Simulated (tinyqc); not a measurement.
Free and nearly free electrons in a metal: sweeps and comparisons. A value that a table varies takes the place of the one given here.

The cubic cell holds 4 atoms: n = 4 z/a^3, kF = (3 pi^2 n)^(1/3), EF = c kF^2/m, vF = 2 c kF/(m hbar), c = hbar^2/2m0; rs = (3/(4 pi n))^(1/3)/a0; D(EF) = 3 n/(2 EF).

Two plane waves k and k - G, G = (111) (2 pi/a): H = [[c k^2/m, V], [V, c (k - G)^2/m]] with c = hbar^2/2m0.

Square wire of width w with grain size w: rho/rho0 = 1/(1 - 3 al/2 + 3 al^2 - 3 al^3 ln(1 + 1/al)) + (3/4) (1 - p) l/w, with al = (l/w) Rg/(1 - Rg) (Mayadas-Shatzkes plus the thick-wire form of Fuchs-Sondheimer); l = hbar kF/(n e^2 rho), e = 1.602176634e-19 C.

Constants: hbar^2/2m0 = 3.80998211 eV angstrom^2; hbar = 6.58211957e-16 eV s; a0 (Bohr radius) = 0.5291772105 angstrom.

Values chosen for the exercise (near those of Cu, whose d bands this model ignores; shifted at random, so the results belong to these values and not to a real crystal):
- a = 3.579 angstrom (fcc lattice constant)
- z = 1 (free electrons an atom)
- m = 1 m0 (mass)
- rho = 1.81 micro-ohm cm (bulk resistivity)
- p = 0 (specularity of the surfaces)
- Rg = 0.24 (reflection at grain boundaries)
- w = 30 nm (wire width)

## When the Fermi surface touches the face

On the face the lower band is E = c (G^2/4 + q^2)/m - V, q along the face. EF is held at its free value. A neck opens where EF > c G^2/(4m) - V, with radius q; the second band fills where EF > c G^2/(4m) + V.

Necks:

| V (eV) | lower band at the face centre (eV) | neck radius (1/angstrom) | radius/kF |
|---|---|---|---|
| 0.2 | 8.607 | - | - |
| 0.5 | 8.307 | - | - |
| 0.8 | 8.007 | - | - |
| 1.1 | 7.707 | - | - |
| 1.4 | 7.407 | - | - |
| 1.8 | 7.007 | 0.2090 | 0.152 |
| 2.2 | 6.607 | 0.3856 | 0.281 |
| 2.6 | 6.207 | 0.5037 | 0.367 |

EF = 7.173 eV
c G^2/(4m) = 8.807 eV

What can be read from the table?

Contact needs V > 1.634 eV. It is first met at V = 1.8 eV of those listed, and the radius then grows as the square root of the excess, to 0.367 kF at 2.6 eV. EF is held at its free value here; a count of states lowers it as V grows, strongly for V of an eV or more, so the threshold is a lower bound, the radii are upper bounds, and some necks may vanish.

## Resistivity of narrow wires

Wires:

| w (nm) | al | grain term (factor - 1) | surface term | rho (micro-ohm cm) |
|---|---|---|---|---|
| 200 | 0.056 | 0.083 | 0.134 | 2.20 |
| 100 | 0.113 | 0.164 | 0.268 | 2.59 |
| 50 | 0.225 | 0.323 | 0.535 | 3.36 |
| 30 | 0.376 | 0.530 | 0.892 | 4.39 |
| 20 | 0.564 | 0.787 | 1.339 | 5.66 |
| 14 | 0.805 | 1.115 | 1.912 | 7.29 |
| 10 | 1.127 | 1.549 | 2.677 | 9.46 |
| 7 | 1.610 | 2.198 | 3.824 | 12.71 |

l = 35.69 nm

What does this show, and why?

At 7 nm the resistivity is 7.02 times the bulk value; surfaces add more (2.20 from grains, 3.82 from surfaces). It passes twice the bulk value between 50 and 30 nm. The surface formula is meant for w above l = 36 nm, so the rows below that are rough.

## What sets the wire resistivity

All results formed anew. Each row changes one parameter from the base and keeps the others.

Results:

| case | EF (eV) | l (nm) | wire rho (micro-ohm cm) |
|---|---|---|---|
| base | 7.173 | 35.69 | 4.385 |
| a = 3.686 angstrom | 6.763 | 37.86 | 4.540 |
| m = 1.2 m0 | 5.978 | 35.69 | 4.385 |
| rho = 2.172 micro-ohm cm | 7.173 | 29.75 | 4.752 |
| p = 0.3 | 7.173 | 35.69 | 3.901 |
| Rg = 0.168 | 7.173 | 35.69 | 4.046 |
| w = 21 nm | 7.173 | 35.69 | 5.476 |

What can be read from the table?

The largest shifts from the base row, up to three for each result and ties (the steps differ in size, so this ranks the rows, not the parameters). EF (eV): m -1.196, a -0.410; unchanged at the printed digits by rho, p, Rg and w. l (nm): rho -5.95, a +2.17; unchanged at the printed digits by m, p, Rg and w. wire rho (micro-ohm cm): w +1.091, p -0.485, rho +0.367; unchanged at the printed digits by m. The mass drops out of l at given rho, because vF falls and tau rises by the same factor.

Program tinyqc; command `OMP_NUM_THREADS=1 python tinyqc.py 1681483 1681484 out.jsonl`; about 0.01 s on one thread of a shared Intel(R) Xeon(R) Processor @ 2.30GHz.
